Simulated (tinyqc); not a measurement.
# Metal-interlayer-semiconductor contact, depinning against tunnelling resistance: contact resistivity against the temperature

Zero bias, n-type semiconductor. Gap states at the semiconductor surface thin out as exp(-be ti), which unpins the barrier; electrons must then cross the interlayer (a rectangular barrier, no voltage drop across it) and the parabolic depleted layer, both by WKB. Energies E are counted from the Fermi level; no image force, parabolic bands.

Nc is given at 300 K and scales as (T/300 K)^1.5. S = 1/(1 + (1/S0 - 1) exp(-be ti)); phiB = S (phiM - chi) + (1 - S)(Eg - E0); xi = Ec - EF deep inside, from Nd = Nc F(-xi/Vt), F(x) = (2/sqrt(pi)) int_0^infinity sqrt(u) du/(1 + exp(u - x)); band bending U = phiB - xi; E00 = (hbar/2) sqrt(Nd/(eps0 eps_r mt m0)) in volts; A = 4 pi q mA m0 kB^2/h^3. With U = phiB - xi: for xi < E < phiB, y = (E - xi)/U and G1 = (U/E00) [sqrt(1 - y) - y ln((1 + sqrt(1 - y))/sqrt(y))], G1 = 0 above phiB; G2 = 2 ti sqrt(mi max(phiB + dE - E, 0)/C), C = hbar^2/(2 m0); f = 1/(1 + exp(E/Vt)); 1/rho_c = (A T^2/Vt^2) times the integral of exp(-G1 - G2) f over E from xi upwards. Shares under 0.001 % are printed as 0; rows without band bending are left out.

Parameters, values chosen for the exercise; semiconductor values close to those of germanium; interlayer mass of the order of that in hafnium oxide, offset chosen freely:
```
symbol    value   unit                                                           meaning
Eg        0.641     eV                                                          band gap
eps_r      16.5                                                    relative permittivity
chi        4.01     eV                                                 electron affinity
Nc      1.04e19  cm^-3    conduction-band density of states at the reference temperature
mt        0.119     m0                              tunnelling mass in the semiconductor
mA         1.06     m0                                                   Richardson mass
Nd       6.2e18  cm^-3                                                     donor density
E0         0.09     eV                    charge-neutrality level above the valence band
S0        0.049                                        pinning factor without interlayer
phiM       4.12     eV                                               metal work function
ti          1.4     nm                                              interlayer thickness
dE         1.55     eV  conduction-band offset of the interlayer above the semiconductor
mi          0.2     m0                                 tunnelling mass in the interlayer
be          2.9   1/nm               decay constant of gap states through the interlayer
```

Constants: q = 1.602176634e-19 C, kB = 1.380649e-23 J/K, eps0 = 8.8541878128e-12 F/m, hbar = 1.054571817e-34 J s, h = 6.62607015e-34 J s, m0 = 9.1093837015e-31 kg, Vt = kB T/q, hbar^2/(2 m0) = 0.0380998212 eV nm^2. Results are converted to the units shown.

The same in every row: S = 0.749; phiB (eV) = 0.221.

Result of one run:
```
T (K)	E00/Vt	rho_c (ohm cm^2)	rho_c with G2 = 0 (ohm cm^2)	peak of the integrand (eV)	share above phiB (%)
200	1.91	0.00202	4.47e-7	0.0299	0.0587
```

What becomes of these results when the temperature T is changed from 200 to 350 K, all else the same?

Result of the changed run:
```
T (K)	E00/Vt	rho_c (ohm cm^2)	rho_c with G2 = 0 (ohm cm^2)	peak of the integrand (eV)	share above phiB (%)
350	1.09	4.10e-4	1.08e-7	0.105	5.20
```

The whole series:
```
T (K)	E00/Vt	rho_c (ohm cm^2)	rho_c with G2 = 0 (ohm cm^2)	peak of the integrand (eV)	share above phiB (%)
150	2.55	0.00342	7.15e-7	0.0122	0.00103
200	1.91	0.00202	4.47e-7	0.0299	0.0587
250	1.53	0.00116	2.73e-7	0.0533	0.551
300	1.28	6.76e-4	1.68e-7	0.0797	2.15
350	1.09	4.10e-4	1.08e-7	0.105	5.20
400	0.957	2.61e-4	7.20e-8	0.128	9.57
450	0.851	1.75e-4	5.04e-8	0.148	14.9
500	0.766	1.23e-4	3.67e-8	0.163	20.7
```

As T goes from 150 to 500, phiB stays at 0.221 eV and rho_c falls from 0.00342 to 1.23e-4 ohm cm^2. The apparent activation energy is 0.0966 eV between the last two rows (from rho_c T against 1/T), against phiB = 0.221 eV for pure thermionic emission. The ratio of rho_c to its value with G2 = 0 runs from 4790 to 3340.

Range of the model: The depletion charge would drop about 0.062 V across such an interlayer (eps_r near 20) at ti = 1.4 nm and Nd = 6.2e18 cm^-3, against a band bending of 0.21 V; this model leaves that drop out.

Numbers from tinyqc (`OMP_NUM_THREADS=1 python tinyqc.py 2270092 2270093 out.jsonl`; about 0.03 s on one thread of a shared Intel Xeon 2.30GHz).
